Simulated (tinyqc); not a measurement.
Worked calculation: Pariser-Parr-Pople SCF with singles CI, for the molecule c1ccc2cccc-2cc1 (SMILES; centres numbered as the heavy atoms are written). One step of it, computed by the program tinyqc.

Problem. PPP integrals. Mataga-Nishimoto: gamma = 14.399645/(R + a), a = 2 x 14.399645/(gamma_rr + gamma_ss); H_rr = -W_r - sum_(s != r) z_s gamma_rs; H_rs = beta for bonds.

Centres (angstrom, eV; a flat drawing with bonds scaled to 1.40 angstrom):

| centre | x | y | core charge z | W | gamma_rr |
|---|---|---|---|---|---|
| 1C | 2.531000 | 0.000000 | 1 | 11.790000 | 10.350000 |
| 2C | 1.924000 | 1.261000 | 1 | 11.790000 | 10.350000 |
| 3C | 0.559000 | 1.573000 | 1 | 11.790000 | 10.350000 |
| 4C | -0.536000 | 0.700000 | 1 | 11.790000 | 10.350000 |
| 5C | -1.867000 | 1.133000 | 1 | 11.790000 | 10.350000 |
| 6C | -2.690000 | 0.000000 | 1 | 11.790000 | 10.350000 |
| 7C | -1.867000 | -1.133000 | 1 | 11.790000 | 10.350000 |
| 8C | -0.536000 | -0.700000 | 1 | 11.790000 | 10.350000 |
| 9C | 0.559000 | -1.573000 | 1 | 11.790000 | 10.350000 |
| 10C | 1.924000 | -1.261000 | 1 | 11.790000 | 10.350000 |

Resonance integrals (eV):

| i | j | beta |
|---|---|---|
| 1 | 2 | -2.170000 |
| 2 | 3 | -2.170000 |
| 3 | 4 | -2.170000 |
| 4 | 5 | -2.170000 |
| 5 | 6 | -2.170000 |
| 6 | 7 | -2.170000 |
| 7 | 8 | -2.170000 |
| 8 | 9 | -2.170000 |
| 9 | 10 | -2.170000 |
| 10 | 1 | -2.170000 |
| 8 | 4 | -2.170000 |

Give: repulsion gamma_rs; core matrix H.

Solution.

repulsion gamma_rs (eV), lower triangle:
```
         1C      2C      3C      4C      5C      6C      7C      8C
1C   10.350
2C    5.160  10.350
3C    3.679   5.158  10.350
4C    3.174   3.679   5.158  10.350
5C    2.427   2.777   3.734   5.159  10.350
6C    2.178   2.332   2.879   3.938   5.158  10.350
7C    2.427   2.451   2.865   3.938   3.937   5.158  10.350
8C    3.174   3.174   3.679   5.159   3.938   3.938   5.159  10.350
9C    3.679   3.174   3.174   3.679   2.865   2.879   3.734   5.158
10C   5.160   3.680   3.174   3.174   2.451   2.332   2.777   3.679

         9C     10C
9C   10.350
10C   5.158  10.350
```

core matrix H (eV), lower triangle:
```
          1C       2C       3C       4C       5C       6C       7C       8C
1C   -42.847
2C    -2.170  -43.375
3C     0.000   -2.170  -45.290
4C     0.000    0.000   -2.170  -48.848
5C     0.000    0.000    0.000   -2.170  -44.237
6C     0.000    0.000    0.000    0.000   -2.170  -42.584
7C     0.000    0.000    0.000    0.000    0.000   -2.170  -44.237
8C     0.000    0.000    0.000   -2.170    0.000    0.000   -2.170  -48.848
9C     0.000    0.000    0.000    0.000    0.000    0.000    0.000   -2.170
10C   -2.170    0.000    0.000    0.000    0.000    0.000    0.000    0.000

          9C      10C
9C   -45.290
10C   -2.170  -43.375
```
